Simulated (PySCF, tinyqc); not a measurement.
RHF in the sto-3g basis, for H4, spin multiplicity 1, step by step. This run ends on a higher stationary point, not on the lowest solution. The lowest restricted solution is unstable here: a spin-polarised one lies 0.0020 hartree lower (PySCF). Computed by tinyqc, a small Python program that keeps every step (integrals from PySCF). Settings: charge = 0, multiplicity = 1, basis = sto-3g, energy threshold = 1e-08, iteration cap = 63, orthogonalisation = symmetric, start = highest core orbitals, DIIS depth = 6, method = RHF. Command: `OMP_NUM_THREADS=1 python tinyqc.py 22031 22032 out.jsonl` (the two numbers bound the seeds that draw the settings). One thread of a shared host (Intel(R) Xeon(R) Processor @ 2.60GHz), about 0.04 s of CPU time with the checks. Later iterations appear only in the table of the cycle.

## One-electron integrals

Geometry (angstrom):
```
atom,x,y,z
H,0.0000,0.0000,0.0000
H,0.0000,0.0000,1.1730
H,0.0000,2.1660,0.0000
H,0.0000,2.1660,1.1730
```

Basis sto-3g: exponents (1/bohr^2) and contraction coefficients of normalised primitives:
```
element,l (shell),exponent,coefficient
H,s (1),3.4253,0.1543
H,s (1),0.6239,0.5353
H,s (1),0.1689,0.4446
```

Overlap, kinetic and nuclear-attraction integrals over the contracted functions; the nuclear repulsion is the sum of Za Zb / Rab.

nuclear repulsion = 1.820546 hartree

overlap S, lower triangle:
```
,1H 1s,2H 1s,3H 1s,4H 1s
1H 1s,1.0000
2H 1s,0.4008,1.0000
3H 1s,0.0902,0.0530,1.0000
4H 1s,0.0530,0.0902,0.4008,1.0000
```

kinetic energy T (hartree), lower triangle:
```
,1H 1s,2H 1s,3H 1s,4H 1s
1H 1s,0.7600
2H 1s,0.0590,0.7600
3H 1s,-0.0113,-0.0109,0.7600
4H 1s,-0.0109,-0.0113,0.0590,0.7600
```

nuclear attraction V (hartree), lower triangle:
```
,1H 1s,2H 1s,3H 1s,4H 1s
1H 1s,-2.1298
2H 1s,-0.7806,-2.1298
3H 1s,-0.1535,-0.0928,-2.1298
4H 1s,-0.0928,-0.1535,-0.7806,-2.1298
```

core Hamiltonian H = T + V (hartree), lower triangle:
```
,1H 1s,2H 1s,3H 1s,4H 1s
1H 1s,-1.3698
2H 1s,-0.7216,-1.3698
3H 1s,-0.1648,-0.1036,-1.3698
4H 1s,-0.1036,-0.1648,-0.7216,-1.3698
```

## Two-electron integrals

Functions are numbered as in S; the eight-fold symmetry (ij|kl) = (ji|kl) = (kl|ij) leaves the list below.

Two-electron integrals (ij|kl) in chemists' order, unique and non-zero (hartree):
```
i,j,k,l,(ij|kl)
1,1,1,1,0.7746
2,1,1,1,0.2368
2,1,2,1,0.0985
2,2,1,1,0.4254
2,2,2,1,0.2368
2,2,2,2,0.7746
3,1,1,1,0.0405
3,1,2,1,0.0142
3,1,2,2,0.0292
3,1,3,1,0.0041
3,2,1,1,0.0204
3,2,2,1,0.0088
3,2,2,2,0.0220
3,2,3,1,0.0022
3,2,3,2,0.0014
3,3,1,1,0.2439
3,3,2,1,0.0938
3,3,2,2,0.2147
3,3,3,1,0.0405
3,3,3,2,0.0220
3,3,3,3,0.7746
4,1,1,1,0.0220
4,1,2,1,0.0088
4,1,2,2,0.0204
4,1,3,1,0.0022
4,1,3,2,0.0013
4,1,3,3,0.0204
4,1,4,1,0.0014
4,2,1,1,0.0292
4,2,2,1,0.0142
4,2,2,2,0.0405
4,2,3,1,0.0030
4,2,3,2,0.0022
4,2,3,3,0.0292
4,2,4,1,0.0022
4,2,4,2,0.0041
4,3,1,1,0.0938
4,3,2,1,0.0386
4,3,2,2,0.0938
4,3,3,1,0.0142
4,3,3,2,0.0088
4,3,3,3,0.2368
4,3,4,1,0.0088
4,3,4,2,0.0142
4,3,4,3,0.0985
4,4,1,1,0.2147
4,4,2,1,0.0938
4,4,2,2,0.2439
4,4,3,1,0.0292
4,4,3,2,0.0204
4,4,3,3,0.4254
4,4,4,1,0.0220
4,4,4,2,0.0405
4,4,4,3,0.2368
4,4,4,4,0.7746
```

## Orthogonalisation

S = U s U^T; symmetric (Loewdin) form X = U s^(-1/2) U^T, so that X^T S X = 1.

eigenvalues of S: 0.5620  0.6364  1.2575  1.5440

X, lower triangle:
```
,1H 1s,2H 1s,3H 1s,4H 1s
1H 1s,1.0710
2H 1s,-0.2227,1.0710
3H 1s,-0.0418,-0.0017,1.0710
4H 1s,-0.0017,-0.0418,-0.2227,1.0710
```

## Starting guess

The start is the highest orbitals of the core Hamiltonian (a deliberately bad start); D = 2 C_occ C_occ^T.

D at the start, lower triangle:
```
,1H 1s,2H 1s,3H 1s,4H 1s
1H 1s,1.6753
2H 1s,-1.6753,1.6753
3H 1s,-0.1040,0.1040,1.6753
4H 1s,0.1040,-0.1040,-1.6753,1.6753
```

## Iteration 1: building the Fock matrix

J_ij = sum D_kl (ij|kl), K_ij = sum D_kl (ik|jl); F = H + J - 0.5 K; E = tr D H + tr D J / 2 - 0.25 tr D K + E_nn.

Coulomb J (hartree), lower triangle:
```
,1H 1s,2H 1s,3H 1s,4H 1s
1H 1s,1.6653
2H 1s,0.6462,1.6653
3H 1s,0.1378,0.0827,1.6653
4H 1s,0.0827,0.1378,0.6462,1.6653
```

exchange K (hartree), lower triangle:
```
,1H 1s,2H 1s,3H 1s,4H 1s
1H 1s,0.6686
2H 1s,-0.0837,0.6686
3H 1s,0.0394,0.0008,0.6686
4H 1s,0.0008,0.0394,-0.0837,0.6686
```

Fock matrix F (hartree), lower triangle:
```
,1H 1s,2H 1s,3H 1s,4H 1s
1H 1s,-0.0388
2H 1s,-0.0336,-0.0388
3H 1s,-0.0466,-0.0213,-0.0388
4H 1s,-0.0213,-0.0466,-0.0336,-0.0388
```

total energy of this density = -0.350947 hartree

## Iteration 1: diagonalisation and new density

Diagonalise F' = X^T F X, C = X C', fill 2 alpha and 2 beta electrons from the bottom; D = 2 C_occ C_occ^T. Each column has its largest component positive (the first on a tie).

F' = X^T F X (hartree), lower triangle:
```
,1,2,3,4
1,-0.0267
2,-0.0205,-0.0267
3,-0.0428,-0.0009,-0.0267
4,-0.0009,-0.0428,-0.0205,-0.0267
```

orbital energies (hartree): MO1 -0.0909, MO2 -0.0480, MO3 -0.0035, MO4 0.0357

coefficients C:
```
,MO1,MO2,MO3,MO4
1H 1s,0.4024,0.6268,0.4459,0.6669
2H 1s,0.4024,-0.6268,0.4459,-0.6669
3H 1s,0.4024,0.6268,-0.4459,-0.6669
4H 1s,0.4024,-0.6268,-0.4459,0.6669
```

D after iteration 1, lower triangle:
```
,1H 1s,2H 1s,3H 1s,4H 1s
1H 1s,1.1095
2H 1s,-0.4618,1.1095
3H 1s,1.1095,-0.4618,1.1095
4H 1s,-0.4618,1.1095,-0.4618,1.1095
```

## Iteration 2: building the Fock matrix

As before.

Coulomb J (hartree), lower triangle:
```
,1H 1s,2H 1s,3H 1s,4H 1s
1H 1s,1.6503
2H 1s,0.6537,1.6503
3H 1s,0.1401,0.0849,1.6503
4H 1s,0.0849,0.1401,0.6537,1.6503
```

exchange K (hartree), lower triangle:
```
,1H 1s,2H 1s,3H 1s,4H 1s
1H 1s,0.8300
2H 1s,0.3278,0.8300
3H 1s,0.3082,0.1393,0.8300
4H 1s,0.1393,0.3082,0.3278,0.8300
```

Fock matrix F (hartree), lower triangle:
```
,1H 1s,2H 1s,3H 1s,4H 1s
1H 1s,-0.1345
2H 1s,-0.2318,-0.1345
3H 1s,-0.1788,-0.0884,-0.1345
4H 1s,-0.0884,-0.1788,-0.2318,-0.1345
```

total energy of this density = -1.221847 hartree

## Iteration 2: DIIS over 2 matrices

error matrix X^T (FDS - SDF) X:
```
,1,2,3,4
1,0.0000,0.0000,0.0000,0.0000
2,0.0000,0.0000,0.0000,0.0000
3,0.0000,0.0000,0.0000,0.0000
4,0.0000,0.0000,0.0000,0.0000
```

B (overlaps of the stored error matrices):
```
,1,2
1,0.0000000e+00,0.0000000e+00
2,0.0000000e+00,0.0000000e+00
```

Minimise |sum c_i e_i|^2 with sum c_i = 1: solve [B -1; -1 0][c; lambda] = [0; -1] with B_ij = tr e_i^T e_j, and take F = sum c_i F_i.

DIIS coefficients: 1.0205  -0.0205

extrapolated F (hartree), lower triangle:
```
,1H 1s,2H 1s,3H 1s,4H 1s
1H 1s,-0.0369
2H 1s,-0.0295,-0.0369
3H 1s,-0.0439,-0.0200,-0.0369
4H 1s,-0.0200,-0.0439,-0.0295,-0.0369
```

## Iteration 2: diagonalisation and new density

As before.

F' = X^T F X (hartree), lower triangle:
```
,1,2,3,4
1,-0.0265
2,-0.0167,-0.0265
3,-0.0403,-0.0009,-0.0265
4,-0.0009,-0.0403,-0.0167,-0.0265
```

orbital energies (hartree): MO1 -0.0844, MO2 -0.0492, MO3 -0.0020, MO4 0.0296

coefficients C:
```
,MO1,MO2,MO3,MO4
1H 1s,0.4024,0.6268,0.4459,0.6669
2H 1s,0.4024,-0.6268,0.4459,-0.6669
3H 1s,0.4024,0.6268,-0.4459,-0.6669
4H 1s,0.4024,-0.6268,-0.4459,0.6669
```

D after iteration 2, lower triangle:
```
,1H 1s,2H 1s,3H 1s,4H 1s
1H 1s,1.1095
2H 1s,-0.4618,1.1095
3H 1s,1.1095,-0.4618,1.1095
4H 1s,-0.4618,1.1095,-0.4618,1.1095
```

## Iteration 3: building the Fock matrix

As before.

Coulomb J (hartree), lower triangle:
```
,1H 1s,2H 1s,3H 1s,4H 1s
1H 1s,1.6503
2H 1s,0.6537,1.6503
3H 1s,0.1401,0.0849,1.6503
4H 1s,0.0849,0.1401,0.6537,1.6503
```

exchange K (hartree), lower triangle:
```
,1H 1s,2H 1s,3H 1s,4H 1s
1H 1s,0.8300
2H 1s,0.3278,0.8300
3H 1s,0.3082,0.1393,0.8300
4H 1s,0.1393,0.3082,0.3278,0.8300
```

Fock matrix F (hartree), lower triangle:
```
,1H 1s,2H 1s,3H 1s,4H 1s
1H 1s,-0.1345
2H 1s,-0.2318,-0.1345
3H 1s,-0.1788,-0.0884,-0.1345
4H 1s,-0.0884,-0.1788,-0.2318,-0.1345
```

total energy of this density = -1.221847 hartree

## Iteration 3 (converged): orbitals

As before.

F' = X^T F X (hartree), lower triangle:
```
,1,2,3,4
1,-0.0361
2,-0.2085,-0.0361
3,-0.1636,-0.0021,-0.0361
4,-0.0021,-0.1636,-0.2085,-0.0361
```

orbital energies (hartree): MO1 -0.4103, MO2 -0.0788, MO3 0.0109, MO4 0.3340

coefficients C:
```
,MO1,MO2,MO3,MO4
1H 1s,0.4024,0.4459,0.6268,0.6669
2H 1s,0.4024,0.4459,-0.6268,-0.6669
3H 1s,0.4024,-0.4459,0.6268,-0.6669
4H 1s,0.4024,-0.4459,-0.6268,0.6669
```

D after iteration 3, lower triangle:
```
,1H 1s,2H 1s,3H 1s,4H 1s
1H 1s,0.7214
2H 1s,0.7214,0.7214
3H 1s,-0.0738,-0.0738,0.7214
4H 1s,-0.0738,-0.0738,0.7214,0.7214
```

## Convergence

Stop when the energy changes by less than 1e-08 hartree and every element of the error matrix X^T (F D S - S D F) X is below 3e-05.

Course of the cycle:
```
iteration,E (hartree),change,largest element of the error matrix
1,-0.350947,-,5.54e-16
2,-1.221847,-8.71e-01,2.58e-15
3,-1.221847,4.44e-16,2.94e-15
```

PySCF RHF in the same basis = -2.014981 hartree

Converged in 3 iterations. But the solution lies 0.79313 hartree above the reference: it is another stationary point, not the lowest restricted one. Reruns (cap 100 unless said): DIIS 8: converged in 3 to a higher stationary point; damping 0.5: converged in 30; level shift 0.5: converged in 2 to a higher stationary point; atomic densities as start, DIIS 8: converged in 3.

## Populations, bond orders and dipole

Mulliken: Z minus the diagonal of D S on the atom; Loewdin: the same with S^(1/2) D S^(1/2); Mayer order: 2 sum_s sum (D(s) S)_ij (D(s) S)_ji over the two atoms.

Charges (e):
```
atom,Mulliken,Loewdin
1H,0,0
2H,0,0
3H,0,0
4H,0,0
```

Mayer bond orders:
```
pair,order
2-1,1.0000
3-1,0
3-2,0
4-1,0
4-2,0
4-3,1.0000
```

dipole moment about the origin, x y z (debye): 0.0000  0.0000  0.0000
